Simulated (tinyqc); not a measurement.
Voltage: WKB tunnelling through a gate dielectric with a two-band (Franz) dispersion.

At depth x the conduction edge lies u(x) = phi - V x/t above the electron. Parabolic: kappa = sqrt(m u/c). Franz: kappa = sqrt(m u (1 - u/Eg)/c), which vanishes at both band edges. c = hbar^2/2m0. T = exp(-2 integral of kappa dx) over the region u > 0; no image force, no prefactor, zero transverse momentum. The region ends at x_e = min(t, phi t/V); x_e < t is the Fowler-Nordheim regime.

Constants: hbar^2/2m0 = 3.80998211 eV angstrom^2.

Inputs chosen for the exercise (of the size used for SiO2 on silicon; shifted at random, so the results belong to these values and not to a real crystal): Eg = 8.62 eV (gap of the dielectric); phi = 3.02 eV (barrier above the electron energy at the emitter); m = 0.49 m0 (mass at the conduction edge); t = 38 angstrom (thickness).

The same layer at other voltages.

Exponents 2 I and transmission:

| V (V) | shape | x_e (angstrom) | 2 I parabolic | 2 I Franz | T Franz |
|---|---|---|---|---|---|
| 0.25 | trapezoid | 38.00 | 46.370 | 37.786 | 3.89e-17 |
| 0.50 | trapezoid | 38.00 | 45.346 | 37.342 | 6.06e-17 |
| 1.00 | trapezoid | 38.00 | 43.195 | 36.277 | 1.76e-16 |
| 1.50 | trapezoid | 38.00 | 40.873 | 34.945 | 6.66e-16 |
| 2.00 | trapezoid | 38.00 | 38.321 | 33.284 | 3.51e-15 |
| 3.00 | trapezoid | 38.00 | 31.770 | 28.185 | 5.75e-13 |
| 4.00 | triangle | 28.69 | 23.840 | 21.151 | 6.52e-10 |
| 5.00 | triangle | 22.95 | 19.072 | 16.921 | 4.48e-08 |
| 6.00 | triangle | 19.13 | 15.893 | 14.101 | 7.52e-07 |

While the barrier is a trapezoid T rises by a factor 1.48e+04 from 0.25 to 3 V. Beyond V = phi = 3.02 V the path shortens and the exponent falls as 1/V: from 4 to 6 V it goes from 21.15 to 14.10, the ratio 0.667 = 4/6. The last row means 15.8 MV/cm; rows above about 12 MV/cm are past breakdown.

Run: tinyqc, `OMP_NUM_THREADS=1 python tinyqc.py 1480265 1480266 out.jsonl`; Intel(R) Xeon(R) Processor @ 2.30GHz, one thread, shared host; about 0.01 s of CPU time with all checks.
